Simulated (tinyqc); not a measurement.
# Changing the C12

Model: anisotropic elasticity and sound waves of a cubic crystal. Computed by tinyqc, a small Python program. Command: `OMP_NUM_THREADS=1 python tinyqc.py 3025192 3025193 out.jsonl cubicelastic sweep`. One thread of a shared host (Intel(R) Xeon(R) Processor @ 2.30GHz), about 0.01 s of CPU time with the checks.

Voigt order 1..6 = xx, yy, zz, yz, xz, xy, with engineering shear strains. The rotated frame has x' as named, z' along the wafer normal and y' = z' x x'.

Inputs (values chosen for the exercise, for a model crystal):
```
quantity,value,unit
C11,538,GPa
C44,200,GPa
expansion coefficient of the film,23,ppm/K
expansion coefficient of the substrate,2.6,ppm/K
cooling Delta T,300,K
```

Frame: (110) wafer, x' along [001].

direction cosines a (rows x', y', z' in the cube axes):
```
,x,y,z
x',0.000000,0.000000,1.000000
y',0.707107,-0.707107,0.000000
z',0.707107,0.707107,0.000000
```

Method:
- S11 = (C11 + C12)/D, S12 = -C12/D, D = (C11 - C12)(C11 + 2 C12), S44 = 1/C44. Zener ratio A = 2 C44/(C11 - C12); S0 = S11 - S12 - S44/2; H = 2 C44 + C12 - C11.
- C'_ijkl = C12 delta_ij delta_kl + C44 (delta_ik delta_jl + delta_il delta_jk) - H sum_m a_im a_jm a_km a_lm.
- Invert C' to S'. E along x' = 1/S'11, along y' = 1/S'22; Poisson ratios nu(x'y') = -S'12/S'11 and nu(x'z') = -S'13/S'11; in-plane shear modulus 1/S'66.
- On cooling, a thick substrate imposes eps_1 = eps_2 = (alpha_film - alpha_substrate) Delta T and eps_6 = 0; the free surface sets sigma_3 = sigma_4 = sigma_5 = 0, which fixes eps_3, eps_4, eps_5. Biaxial modulus M = (sigma_1 + sigma_2)/(2 eps); energy density M eps^2. Elastic response and constant coefficients are assumed.

One run for each value:
```
C12 (GPa),E along x' (GPa),biaxial modulus M (GPa),Zener ratio A,nu(x'z'),in-plane shear modulus (GPa)
26.9,535.44,524.73,0.7826,0.04762,200
84.1,515.26,571.36,0.8813,0.13519,200
198.0,431.47,633.08,1.1765,0.26902,200
313.0,307.76,662.95,1.7778,0.36780,200
370.0,236.46,668.31,2.3810,0.40749,200
427.0,160.12,668.47,3.6036,0.44249,200
484.0,79.57,664.04,7.4074,0.47358,200
```

Give the missing row, C12 (GPa) = 256.0.

Computed row:
```
C12 (GPa)  E along x' (GPa)  biaxial modulus M (GPa)  Zener ratio A  nu(x'z')  in-plane shear modulus (GPa)
256.0                372.92                   651.63         1.4184   0.32242                           200
```

Interpolating between the two neighbouring rows (the first column on a logarithmic scale, the others too where they are positive) misses most in Zener ratio A, by 4.6 %. Over the rows, E along x' (GPa) falls from 535 to 79.6 (exponent d ln y / d ln x -0.034 between the first rows and -5.6 between the last); biaxial modulus M (GPa) goes from 525 through a maximum among these rows, 668 at 427, to 664; Zener ratio A rises from 0.783 to 7.41 (exponent d ln y / d ln x 0.10 between the first rows and 5.8 between the last). As C12 nears C11 the shear constant (C11 - C12)/2 vanishes, and directions that use it turn soft. Left out: 141 (the crystal is unstable or isotropic).

Caution (all rows): the thermal stress of this film exceeds 200 MPa, which can relax by slip, cracking or buckling in a real film.

Extremes, crossings and ranges named in words are read from the listed rows.
